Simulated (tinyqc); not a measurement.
Hexagonal on-chip spiral inductor, lumped pi model: one step of the calculation.

Outer diameter do = di + 2 n wd + 2 (n - 1) sp, mean da = (do + di)/2, fill p = (do - di)/(do + di), length l = 3.464 n da. L = 2.33 mu0 n^2 da/(1 + 3.82 p), mu0 = 4 pi 1e-7 H/m. Rs = rho l/(wd delta (1 - exp(-th/delta))), delta = sqrt(rho/(pi f mu0)). Cs = n wd^2 eps0 eo/hu across the coil. At each end Cox = l wd eps0 eo/(2 ho) leads to the substrate branch Rsi = 2 rs he/(l wd) in parallel with Csi = l wd eps0 11.7/(2 he). With one end grounded Y = 1/(Rs + i w L) + i w Cs + 1/[1/(i w Cox) + 1/(1/Rsi + i w Csi)], w = 2 pi f; Q = -Im Y/Re Y. Eddy currents in neighbouring turns and in the substrate are left out.

Problem. Geometry and model elements. do, l, L, delta, Rs, Cs, Cox, Rsi and Csi as defined.

Parameters, values chosen for the exercise; values of the order met in silicon radio-frequency processes:
```
symbol,value,unit,meaning
n,4.5,,number of turns
wd,10,um,line width
sp,1.5,um,space between turns
di,100,um,inner diameter
th,3,um,metal thickness
rho,3,uohm cm,metal resistivity
ho,9,um,oxide below the coil
hu,1.5,um,oxide between coil and underpass
eo,3.9,,relative permittivity of the oxide
rs,1000,ohm cm,substrate resistivity
he,80,um,effective spreading depth in the substrate
f,1.5,GHz,frequency
```

Constants: eps0 = 8.8541878128e-12 F/m. Results are converted to the units shown.

Wanted: do; l; L; delta; Rs; Cs; Cox; Rsi; Csi.

Solution.

do = 200.5 um
l = 2342 um
L = 3.911 nH
delta = 2.251 um
Rs = 4.240 ohm
Cs = 10.36 fF
Cox = 44.93 fF
Rsi = 6.831e4 ohm
Csi = 15.16 fF

Numbers from tinyqc (`OMP_NUM_THREADS=1 python tinyqc.py 2302039 2302040 out.jsonl`; about 0.01 s on one thread of a shared Intel Xeon 2.30GHz).
